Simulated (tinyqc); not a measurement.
Microkinetic model of low-temperature epitaxy from hydride gases: adsorption, hydrogen desorption and rate control. Inputs raised by 2 %, one at a time. Computed by tinyqc, a small Python program. Command: `OMP_NUM_THREADS=1 python tinyqc.py 3018085 3018086 out.jsonl hepi sens`. One thread of a shared host (Intel(R) Xeon(R) Processor @ 2.30GHz), about 0.02 s of CPU time with the checks.

Each hydride molecule needs two free sites and leaves four hydrogen atoms, of which two leave at once as H2; theta is the hydrogen coverage, the site density is 6.78 per nm^2 and one layer is 1.358 angstrom thick.

Inputs (values chosen for the exercise, close to those used for silane on Si(001)):

| quantity | value | unit |
|---|---|---|
| silane pressure p_S | 0.31 | Pa |
| sticking prefactor of silane s0 | 0.012 | - |
| adsorption barrier E_s | 0.32 | eV |
| desorption prefactor nu_d | 3.8e+11 | 1/s |
| desorption energy on silicon E_d | 2.15 | eV |
| hydrogen carrier pressure p_H | 0 | Pa |
| sticking of hydrogen s_H | 2.5e-07 | - |
| temperature T | 770 | C |

Film: silicon. Order of hydrogen desorption: first.

Constants: k_B = 8.617333262e-05 eV/K; u = 1.6605390666e-27 kg; k_B = 1.380649e-23 J/K.

Method:
- Flux per site F = p/(sqrt(2 pi M k_B T) x 6.78e18 per m^2), M = 32.12 u (silane), 2.016 u (hydrogen); s = s0 exp(-E_s/(k_B T)); k_S = s F_S = k; k_H = s_H F_H; k_d = nu_d exp(-E_d/(k_B T)).
- Temperatures in kelvin are T(C) + 273.15.
- With k the hydride and k_H the hydrogen adsorption rate on free pairs and k_d the desorption rate, steady state: 2 (k + k_H)(1 - theta)^2 = k_d theta; growth rate R = k (1 - theta)^2 layers/s; 1 layer/s = 8.148 nm/min.
- With c = 2 (k + k_H)/k_d the free share is 1 - theta = 2/(1 + sqrt(1 + 4c)).
- X_i = d ln R/d ln k_i at fixed other constants. With f = 1 - theta and a = 2/f + 1/theta: d ln f/d ln k_d = 1/(a f), so X_d = 2/(a f), X_k = 1 - X_d k/(k + k_H), X_H = -X_d k_H/(k + k_H); they sum to 1.

Runs:

| input moved | from | to | growth rate G (nm/min) | hydrogen coverage theta | X_d (desorption) |
|---|---|---|---|---|---|
| base run | - | - | 1.732 | 0.02729 | 0.05313 |
| silane pressure p_S (Pa) | 0.31 | 0.3162 | 1.765 | 0.02781 | 0.05411 |
| sticking prefactor of silane s0 | 0.012 | 0.01224 | 1.765 | 0.02781 | 0.05411 |
| desorption prefactor nu_d (1/s) | 3.8e+11 | 3.876e+11 | 1.734 | 0.02678 | 0.05217 |
| desorption energy on silicon E_d (eV) | 2.15 | 2.193 | 1.678 | 0.04265 | 0.08181 |
| adsorption barrier E_s (eV) | 0.32 | 0.3264 | 1.619 | 0.02551 | 0.04975 |

Exponents ln(y'/y) / ln(x'/x):

| input | growth rate G | hydrogen coverage theta | X_d (desorption) |
|---|---|---|---|
| silane pressure p_S | 0.946 | 0.946 | 0.921 |
| sticking prefactor of silane s0 | 0.946 | 0.946 | 0.921 |
| desorption prefactor nu_d | 0.053 | -0.947 | -0.922 |
| desorption energy on silicon E_d | -1.608 | 22.548 | 21.799 |
| adsorption barrier E_s | -3.410 | -3.410 | -3.323 |

Among the inputs moved here: growth rate G answers most in size to adsorption barrier E_s (exponent -3.410), next to desorption energy on silicon E_d (-1.608). Hydrogen coverage theta answers most in size to desorption energy on silicon E_d (exponent +22.548), next to adsorption barrier E_s (-3.410). X_d (desorption) answers most in size to desorption energy on silicon E_d (exponent +21.799), next to adsorption barrier E_s (-3.323).
